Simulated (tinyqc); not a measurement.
## Gate work function from the charge

Problem. For an undoped double gate, Q = 8 eps0 eps_r Vt beta tan(beta)/ts with 0 < beta < pi/2, and at the source (Vg - dphi)/(2 Vt) - ln[(2/ts) sqrt(2 eps0 eps_r Vt/(q ni))] = ln(beta) - ln(cos beta) + 2 r beta tan(beta), r = eps_r tox/(eox ts). Find beta and dphi.

Parameters, values chosen for the exercise; material values close to those of silicon: temperature T = 300 K; relative permittivity of the semiconductor eps_r = 11.8; relative permittivity of the gate insulator eox = 7.7; insulator thickness tox = 3.5 nm; body thickness ts = 12 nm; gate voltage Vg = 0.48 V.

Constants: q = 1.602176634e-19 C, kB = 1.380649e-23 J/K, Vt = kB T/q, eps0 = 8.8541878128e-14 F/cm where lengths are in cm. Results are converted to the units shown.

Qs = 2.6562924 nC/cm^2
ni = 1.2834032e10 cm^-3

Solution. beta tan(beta) rises from 0 without bound on the interval, so the charge fixes beta; the second relation is then explicit in dphi.

beta = 0.121
dphi = 0.120 V

Computed by the program tinyqc: `OMP_NUM_THREADS=1 python tinyqc.py 2440149 2440150 out.jsonl`, one thread of a shared Intel Xeon 2.30GHz, about 0.03 s for the whole run.
